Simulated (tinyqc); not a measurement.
Bottom-up copper filling of a trench by curvature-enhanced accelerator coverage: one step, computed by the program tinyqc.

A rectangular trench keeps vertical walls and a flat floor. An accelerator floats on the surface; where area is lost in the corners it is passed on to the floor.

Problem. Velocities. Kinetic current i_k = [i_0 (1 - theta) + i_1 theta] exp(alpha eta/(k_B T)), limit i_L = 2 F D C/delta, i = 1/(1/i_k + 1/i_L); velocity v = i Omega/(2F), Omega = 7.11 cm^3/mol, F = e N_A. Depletion inside the trench is ignored.

Inputs (values chosen for the exercise, close to those used for damascene copper plating):
```
quantity                                           value     unit
exchange current of the suppressed surface i_0     0.016  mA/cm^2
exchange current of the accelerated surface i_1      2.7  mA/cm^2
transfer coefficient alpha                          0.49        -
overpotential eta                                   0.13        V
starting coverage theta_0                         0.0069        -
cupric ion concentration C                          0.63    mol/l
diffusivity D                                    5.7e-06   cm^2/s
boundary layer delta                                  57       um
temperature T                                        298        K
```

Constants: e = 1.602176634e-19 C; N_A = 6.02214076e+23 1/mol; k_B = 8.617333262e-05 eV/K.

Give: limiting current i_L; velocity at theta = 0; velocity at theta_0; velocity at theta = 1; ratio v(1)/v(theta_0).

Solution.

limiting current i_L = 121.6 mA/cm^2

velocity at theta = 0 = 0.07033 nm/s

velocity at theta_0 = 0.1514 nm/s

velocity at theta = 1 = 9.393 nm/s

ratio v(1)/v(theta_0) = 62.02
